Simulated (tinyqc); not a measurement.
# MOS capacitor on a p-type substrate, surface potential from the exact charge relation: several studies

Uniform p-type substrate, Boltzmann statistics, full ionisation, classical densities. psi is the surface potential against the body (positive when the bands bend down) and u = psi/Vt. Traps are spread evenly over the gap and neutral at flat band, so their charge is -q Dit psi; the minority quasi-Fermi level is shifted by Vb.

Inputs (values chosen for the exercise); band and dielectric values close to those of In0.53Ga0.47As:
- T = 300 K (temperature)
- Eg = 0.752 eV (band gap)
- eps_r = 14 (relative permittivity)
- Nc = 2.07e17 cm^-3 (conduction-band density of states at T)
- Nv = 7.67e18 cm^-3 (valence-band density of states at T)
- chi = 4.43 eV (electron affinity)
- N = 1.1e18 cm^-3 (acceptor density of the substrate)
- eox = 3.9 (relative permittivity of the gate insulator (close to silicon dioxide))
- tox = 13 nm (insulator thickness)
- phiM = 4.98 eV (gate work function)
- Nf = 2.8e10 cm^-2 (fixed charge at the interface, in units of q)
- Dit = 0 cm^-2 eV^-1 (density of interface traps)
- Vb = 0 V (reverse bias of the inversion layer against the body)

Constants: q = 1.602176634e-19 C, kB = 1.380649e-23 J/K, Vt = kB T/q, eps0 = 8.8541878128e-14 F/cm where lengths are in cm. Results are converted to the units shown.

Each table varies one quantity; the others keep the values above.

## Capacitance-voltage curves

ni = sqrt(Nc Nv) exp(-Eg/(2 Vt)), Eg in volts; phiF = Vt ln(N/ni); Cox = eps0 eox/tox; Vfb = phiM - chi - (Eg - Vt ln(Nv/N)) - q Nf/Cox; Q0 = sqrt(2 eps0 eps_r q N Vt); r = (ni/N)^2 exp(-Vb/Vt); VT = Vfb + [(2 phiF + Vb)(1 + q Dit/Cox) + sqrt(2 eps0 eps_r q N (2 phiF + Vb))/Cox]. u = psi/Vt; F^2 = exp(-u) + u - 1 + r (exp(u) - u - 1); Qs = -sign(u) Q0 F; Cs = -dQs/dpsi = (Q0/Vt) |1 - exp(-u) + r (exp(u) - 1)|/(2 F). psi solves Vg = Vfb + psi + (q Dit psi - Qs)/Cox. Low frequency: 1/C_LF = 1/Cox + 1/(Cs + q Dit). High frequency, in the simple estimate in which traps and minority carriers do not follow: 1/C_HF = 1/Cox + 1/Cd, Cd being Cs with r = 0 at the same psi. Deep depletion: r = 0 and Dit = 0 both in the equation for psi and in Cs. Minority sheet density N_inv = (Q0/(2 q)) int_0^u r (exp(t) - 1)/F(t) dt for u > 0. N_inv under 1 cm^-2 is printed as 0. Regimes: accumulation when majority carriers gather, then depletion up to |psi| = phiF + Vb, weak inversion up to 2 phiF + Vb, strong inversion beyond.

Capacitance-voltage curves:

| Vg (V) | psi (V) | C_LF/Cox | C_HF/Cox | C_deep/Cox | N_inv (cm^-2) | regime |
|---|---|---|---|---|---|---|
| -0.82 | -0.041181 | 0.95212 | 0.95212 | 0.95212 | 0 | accumulation |
| -0.19 | -0.0017660 | 0.91802 | 0.91802 | 0.91802 | 0 | accumulation |
| 0.43 | 0.069333 | 0.84494 | 0.84494 | 0.84494 | 1.1797 | depletion |
| 1.06 | 0.19754 | 0.75008 | 0.75008 | 0.75008 | 89.971 | depletion |
| 1.69 | 0.37928 | 0.67668 | 0.67668 | 0.67668 | 67158 | weak inversion |
| 2.31 | 0.59734 | 0.62282 | 0.62206 | 0.62205 | 2.3912e8 | weak inversion |
| 2.94 | 0.78361 | 0.87903 | 0.58837 | 0.57819 | 2.6804e11 | strong inversion |
| 3.57 | 0.82502 | 0.96088 | 0.58191 | 0.54247 | 1.1605e12 | strong inversion |
| 4.19 | 0.84370 | 0.97619 | 0.57910 | 0.51307 | 2.1273e12 | strong inversion |

Read the table: what changes, and by how much?

C_LF/Cox is lowest, 0.623, at Vg = 2.31 V (weak inversion) among the rows listed and is 0.976 in the last row, where C_HF/Cox is 0.579 and the deep-depletion value 0.513. Vfb = -0.169 V, where C_HF/Cox = 0.916 (Cox in series with eps0 eps_r/LD), and VT = 2.72 V. Over the last two rows psi moves by only 0.030 V a volt of gate bias, since the inversion charge screens the body. In strong accumulation and inversion degeneracy and confinement, left out here, lower the capacitance.

## Effect of the gate work function on threshold and swing

ni = sqrt(Nc Nv) exp(-Eg/(2 Vt)), Eg in volts; phiF = Vt ln(N/ni); Cox = eps0 eox/tox; Vfb = phiM - chi - (Eg - Vt ln(Nv/N)) - q Nf/Cox; VT = Vfb + [(2 phiF + Vb)(1 + q Dit/Cox) + sqrt(2 eps0 eps_r q N (2 phiF + Vb))/Cox]. gamma = sqrt(2 eps0 eps_r q N)/Cox; Wm = sqrt(2 eps0 eps_r (2 phiF + Vb)/(q N)); m = 1 + (eps0 eps_r/Wm + q Dit)/Cox; swing m Vt ln 10; Cmin/Cox = 1/(1 + Cox Wm/(eps0 eps_r)).

The same in every row: 2 phiF (V) = 0.7450; gamma (V^0.5) = 2.488; Wm (nm) = 32.37; m = 2.442; swing (mV/decade) = 145.3; Cmin/Cox = 0.5904.

Result of one run:

| phiM (eV) | Vfb (V) | VT (V) |
|---|---|---|
| 5.03 | -0.1187 | 2.774 |

What becomes of these results when the gate work function phiM is changed from 5.03 to 4.43 eV, all else the same?

Result of the changed run:

| phiM (eV) | Vfb (V) | VT (V) |
|---|---|---|
| 4.43 | -0.7187 | 2.174 |

The whole series:

| phiM (eV) | Vfb (V) | VT (V) |
|---|---|---|
| 4.43 | -0.7187 | 2.174 |
| 4.63 | -0.5187 | 2.374 |
| 4.83 | -0.3187 | 2.574 |
| 5.03 | -0.1187 | 2.774 |
| 5.23 | 0.08132 | 2.974 |
| 5.43 | 0.2813 | 3.174 |
| 5.63 | 0.4813 | 3.374 |

As phiM goes from 4.43 to 5.63, VT rises from 2.17 to 3.37 V, the swing stays at 145 mV/decade and Cmin/Cox stays at 0.590. The whole change of VT is that of Vfb: the curve shifts rigidly.

## Effect of the density of interface traps on threshold and swing

Same model as above.

In this table Vb = 0 V.

The same in every row: Vfb (V) = -0.16868; 2 phiF (V) = 0.74498; gamma (V^0.5) = 2.4885; Wm (nm) = 32.372; Cmin/Cox = 0.59043.

Results:

| Dit (cm^-2 eV^-1) | VT (V) | m | swing (mV/decade) |
|---|---|---|---|
| 0 | 2.7242 | 2.4416 | 145.34 |
| 1e10 | 2.7286 | 2.4476 | 145.70 |
| 3e10 | 2.7376 | 2.4597 | 146.41 |
| 1e11 | 2.7691 | 2.5019 | 148.93 |
| 1e12 | 3.1735 | 3.0447 | 181.24 |
| 3e12 | 4.0722 | 4.2511 | 253.05 |
| 1e13 | 7.2176 | 8.4733 | 504.38 |

Estimate the missing row, Dit = 3e11 cm^-2 eV^-1.

Computed row:

| Dit (cm^-2 eV^-1) | VT (V) | m | swing (mV/decade) |
|---|---|---|---|
| 3e11 | 2.8590 | 2.6225 | 156.11 |

With this row back in the table: As Dit goes from 0 to 1e13, VT rises from 2.72 to 7.22 V, the swing rises from 145 to 504 mV/decade and Cmin/Cox stays at 0.590. Vfb does not move.

Program tinyqc, `OMP_NUM_THREADS=1 python tinyqc.py 2060058 2060059 out.jsonl`; Intel Xeon 2.30GHz, shared host, one thread, about 0.01 s.
